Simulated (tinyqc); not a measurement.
CIS and TDHF on RHF in the 6-31g basis, for He, spin multiplicity 1, step by step. Computed by tinyqc, a small Python program that keeps every step (integrals from PySCF). Settings: charge = 0, multiplicity = 1, basis = 6-31g, method = RHF, energy threshold = 1e-10, iteration cap = 90, orthogonalisation = symmetric, start = atomic densities, DIIS depth = 6, TDHF = 1. Command: `OMP_NUM_THREADS=1 python tinyqc.py 20505 20506 out.jsonl` (the two numbers bound the seeds that draw the settings). One thread of a shared host (Intel(R) Xeon(R) Processor @ 2.60GHz), about 0.07 s of CPU time with the checks. Later iterations appear only in the table of the cycle.

## One-electron integrals

Geometry (angstrom):
```
atom         x         y         z
He    0.000000  0.000000  0.000000
```

Basis 6-31g: exponents (1/bohr^2) and contraction coefficients of normalised primitives:
```
element  l (shell)   exponent  coefficient
He           s (1)  38.421634     0.040140
He           s (1)   5.778030     0.261246
He           s (1)   1.241774     0.793185
He           s (2)   0.297964     1.000000
```

Overlap, kinetic and nuclear-attraction integrals over the contracted functions; the nuclear repulsion is the sum of Za Zb / Rab.

nuclear repulsion = 0 hartree

overlap S:
```
          1He 1s    1He 2s
1He 1s  1.000000  0.634148
1He 2s  0.634148  1.000000
```

kinetic energy T (hartree):
```
          1He 1s    1He 2s
1He 1s  2.925655  0.467227
1He 2s  0.467227  0.446946
```

nuclear attraction V (hartree):
```
           1He 1s     1He 2s
1He 1s  -4.805281  -2.013636
1He 2s  -2.013636  -1.742136
```

core Hamiltonian H = T + V (hartree):
```
           1He 1s     1He 2s
1He 1s  -1.879626  -1.546409
1He 2s  -1.546409  -1.295190
```

## Two-electron integrals

Functions are numbered as in S; the eight-fold symmetry (ij|kl) = (ji|kl) = (kl|ij) leaves the list below.

Two-electron integrals (ij|kl) in chemists' order, unique and non-zero (hartree):
```
(11|11) 1.543936   (21|11) 0.785447   (21|21) 0.427025   (22|11) 0.803952
(22|21) 0.476190   (22|22) 0.615938
```

## Orthogonalisation

S = U s U^T; symmetric (Loewdin) form X = U s^(-1/2) U^T, so that X^T S X = 1.

eigenvalues of S: 0.365852  1.634148

X:
```
           1He 1s     1He 2s
1He 1s   1.217774  -0.435508
1He 2s  -0.435508   1.217774
```

## Starting guess

The start is atomic minimal-basis densities projected into this basis (PySCF's MINAO start) and scaled to the electron count of each spin; this density is not idempotent, so its energy is not variational and may lie below the converged one.

D at the start:
```
          1He 1s    1He 2s
1He 1s  0.694886  0.608667
1He 2s  0.608667  0.533145
```

## Iteration 1: building the Fock matrix

J_ij = sum D_kl (ij|kl), K_ij = sum D_kl (ik|jl); F = H + J - 0.5 K; E = tr D H + tr D J / 2 - 0.25 tr D K + E_nn.

Coulomb J (hartree):
```
          1He 1s    1He 2s
1He 1s  2.457633  1.319506
1He 2s  1.319506  1.466720
```

exchange K (hartree):
```
          1He 1s    1He 2s
1He 1s  2.256676  1.548929
1He 2s  1.548929  1.204800
```

Fock matrix F (hartree):
```
           1He 1s     1He 2s
1He 1s  -0.550332  -1.001367
1He 2s  -1.001367  -0.430869
```

total energy of this density = -2.85513792 hartree

This density is the starting one; it is not idempotent, so its energy is not variational and may lie below the converged one.

## Iteration 1: diagonalisation and new density

Diagonalise F' = X^T F X, C = X C', fill 1 alpha and 1 beta electrons from the bottom; D = 2 C_occ C_occ^T. Each column has its largest component positive (the first on a tie).

F' = X^T F X (hartree):
```
           1          2
1   0.164303  -1.154548
2  -1.154548   0.318805
```

orbital energies (hartree): MO1 -0.915576, MO2 1.398683

coefficients C:
```
             MO1        MO2
1He 1s  0.591882  -1.149921
1He 2s  0.513792   1.186870
```

D after iteration 1:
```
          1He 1s    1He 2s
1He 1s  0.700648  0.608208
1He 2s  0.608208  0.527964
```

## Iteration 4 (converged): orbitals

converged F (hartree):
```
           1He 1s     1He 2s
1He 1s  -0.549218  -1.000372
1He 2s  -1.000372  -0.429150
```

As before.

F' = X^T F X (hartree):
```
           1          2
1   0.165224  -1.154385
2  -1.154385   0.320508
```

orbital energies (hartree): MO1 -0.914127, MO2 1.399859

coefficients C:
```
             MO1        MO2
1He 1s  0.592081  -1.149818
1He 2s  0.513586   1.186959
```

D after iteration 4:
```
          1He 1s    1He 2s
1He 1s  0.701120  0.608169
1He 2s  0.608169  0.527541
```

## Convergence

Stop when the energy changes by less than 1e-10 hartree and every element of the error matrix X^T (F D S - S D F) X is below 3e-06.

Course of the cycle:
```
iteration  E (hartree)     change  largest element of the error matrix
1          -2.85513792          -                             9.81e-03
2          -2.85516030  -2.24e-05                             7.42e-04
3          -2.85516043  -1.29e-07                             5.57e-08
4          -2.85516043  -8.88e-16                             2.56e-08
```

PySCF RHF in the same basis = -2.85516043 hartree

Converged in 4 iterations.

## Populations

Mulliken: Z minus the diagonal of D S on the atom; Loewdin: the same with S^(1/2) D S^(1/2).

Charges (e):
```
atom  Mulliken  Loewdin
1He          0        0
```

## Integrals over molecular orbitals

(pq|rs) = sum C_ip C_jq C_kr C_ls (ij|kl), one index at a time.

one-electron integrals over orbitals h = C^T H C (hartree):
```
           1          2
1  -1.941034   0.316490
2   0.316490  -0.088737
```

Two-electron integrals over orbitals (pq|rs), unique and non-zero (hartree):
```
(11|11) 1.026907    (21|11) -0.316490   (21|21) 0.227670    (22|11) 0.858133
(22|21) -0.255554   (22|22) 0.766363
```

## CIS matrix, singlets

A(ia,jb) = (e_a - e_i) d_ij d_ab + 2 (ia|jb) - (ij|ab).

CIS matrix A, singlet (hartree):
```
          1>2
1>2  1.911194
```

## CIS singlet states

dipole integrals <i|r|a> (bohr):
```
            x         y         z
1>2  0.000000  0.000000  0.000000
```

Diagonalise A (1 hartree = 27.211386 eV); each vector has its largest component positive (the first on a tie). The transition dipole is mu = sqrt2 sum c_ia <i|r|a>.

singlet excitation energies (eV): 52.006228

lowest vectors:
```
      state 1
1>2  1.000000
```

oscillator strengths 2/3 w |mu|^2: 0.000000

## TDHF (RPA) singlet states

B(ia,jb) = 2 (ia|jb) - (ib|ja); the squared energies are the eigenvalues of (A - B)(A + B); 1 hartree = 27.211386 eV.

TDHF matrix B, singlet (hartree):
```
          1>2
1>2  0.227670
```

squared energies w^2 (hartree^2): 3.600827

TDHF energies from the positive w^2 (eV): 51.635907

## CIS matrix, triplets

A(ia,jb) = (e_a - e_i) d_ij d_ab - (ij|ab).

CIS matrix A, triplet (hartree):
```
          1>2
1>2  1.455853
```

## CIS triplet states

Diagonalise A (1 hartree = 27.211386 eV); each vector has its largest component positive (the first on a tie).

triplet excitation energies (eV): 39.615768

lowest vectors:
```
      state 1
1>2  1.000000
```

## TDHF (RPA) triplet states

B(ia,jb) = - (ib|ja); the squared energies are the eigenvalues of (A - B)(A + B); 1 hartree = 27.211386 eV.

TDHF matrix B, triplet (hartree):
```
           1>2
1>2  -0.227670
```

squared energies w^2 (hartree^2): 2.067673

TDHF energies from the positive w^2 (eV): 39.128356
